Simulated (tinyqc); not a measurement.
Inside a calculation. Method: Hueckel theory of the pi electrons, for the molecule Bc1cc[cH-]c1B (SMILES; centres numbered as the heavy atoms are written). Computed by tinyqc, a small Python program that keeps every step. Settings: charge = -1. Command: `OMP_NUM_THREADS=1 python tinyqc.py 28496 28497 out.jsonl` (the two numbers bound the seeds that draw the settings). One thread of a shared host (Intel(R) Xeon(R) Processor @ 2.60GHz), about 0.01 s of CPU time with the checks.

## The Hueckel matrix

Centres:

| centre | z_r, pi electrons of the neutral centre | h |
|---|---|---|
| 1B | 0 | -1.030000 |
| 2C | 1 | 0.000000 |
| 3C | 1 | 0.000000 |
| 4C | 1 | 0.000000 |
| 5C | 1 | 0.000000 |
| 6C | 1 | 0.000000 |
| 7B | 0 | -1.030000 |

Bonds:

| i | j | k |
|---|---|---|
| 1 | 2 | 0.760000 |
| 2 | 3 | 1 |
| 3 | 4 | 1 |
| 4 | 5 | 1 |
| 5 | 6 | 1 |
| 6 | 7 | 0.760000 |
| 6 | 2 | 1 |

H_rr = alpha + h_r beta, H_rs = k_rs beta for bonded centres.

Hueckel matrix in units of beta (H = alpha + beta A):
```
           1B        2C        3C        4C        5C        6C         7B
1B  -1.030000  0.760000  0.000000  0.000000  0.000000  0.000000   0.000000
2C   0.760000  0.000000  1.000000  0.000000  0.000000  1.000000   0.000000
3C   0.000000  1.000000  0.000000  1.000000  0.000000  0.000000   0.000000
4C   0.000000  0.000000  1.000000  0.000000  1.000000  0.000000   0.000000
5C   0.000000  0.000000  0.000000  1.000000  0.000000  1.000000   0.000000
6C   0.000000  1.000000  0.000000  0.000000  1.000000  0.000000   0.760000
7B   0.000000  0.000000  0.000000  0.000000  0.000000  0.760000  -1.030000
```

## Orbitals

pi electrons, sum of z_r less the charge = 6

Diagonalise; E = alpha + x beta with beta < 0, so the largest x are filled first; degenerate levels share their electrons. P = sum n_i c_ri c_si; each orbital has its largest coefficient positive (the first on a tie).

x values: 2.079914  0.771471  0.719662  -0.697385  -1.172646  -1.708739  -2.052277

occupations: 2.000000  2.000000  2.000000  0.000000  0.000000  0.000000  0.000000

coefficients:
```
         MO1        MO2        MO3        MO4        MO5        MO6        MO7
1B  0.115745  -0.188936   0.173901   0.561590   0.610914  -0.278731  -0.392906
2C  0.473626  -0.447845   0.400352   0.245781  -0.114664   0.248928   0.528498
3C  0.423510   0.245937   0.556306  -0.352432  -0.215170  -0.462446  -0.257518
4C  0.407238   0.637578   0.000000   0.000000   0.366983   0.541272   0.000000
5C  0.423510   0.245937  -0.556306   0.352432  -0.215170  -0.462446   0.257518
6C  0.473626  -0.447845  -0.400352  -0.245781  -0.114664   0.248928  -0.528498
7B  0.115745  -0.188936  -0.173901  -0.561590   0.610914  -0.278731   0.392906
```

charge and bond-order matrix P:
```
           1B         2C         3C         4C         5C         6C         7B
1B   0.158670   0.418111   0.198590  -0.146652  -0.188379   0.139624   0.037704
2C   0.418111   1.170338   0.626324  -0.185316  -0.264550   0.529210   0.139624
3C   0.198590   0.626324   1.098643   0.658546  -0.139262  -0.264550  -0.188379
4C  -0.146652  -0.185316   0.658546   1.144697   0.658546  -0.185316  -0.146652
5C  -0.188379  -0.264550  -0.139262   0.658546   1.098643   0.626324   0.198590
6C   0.139624   0.529210  -0.264550  -0.185316   0.626324   1.170338   0.418111
7B   0.037704   0.139624  -0.188379  -0.146652   0.198590   0.418111   0.158670
```

## Energy, charges, bond orders

E = sum n x; q_r = z_r - P_rr; bond order p = P_rs; free valence = sqrt(3) - sum of p over the bonds of the atom.

pi energy = 6 alpha + this times beta = 7.142095

pi charges: 1B -0.158670, 2C -0.170338, 3C -0.098643, 4C -0.144697, 5C -0.098643, 6C -0.170338, 7B -0.158670

Bond orders and lengths from R = 1.517 - 0.180 p (angstrom, C-C alone):

| bond | p | R |
|---|---|---|
| 1-2 | 0.418111 | - |
| 2-3 | 0.626324 | 1.404262 |
| 3-4 | 0.658546 | 1.398462 |
| 4-5 | 0.658546 | 1.398462 |
| 5-6 | 0.626324 | 1.404262 |
| 6-7 | 0.418111 | - |
| 6-2 | 0.529210 | 1.421742 |

free valence of the carbons: 2C 0.158406, 3C 0.447181, 4C 0.414959, 5C 0.447181, 6C 0.158406

gap between the highest filled and the next level = 1.417047 |beta|
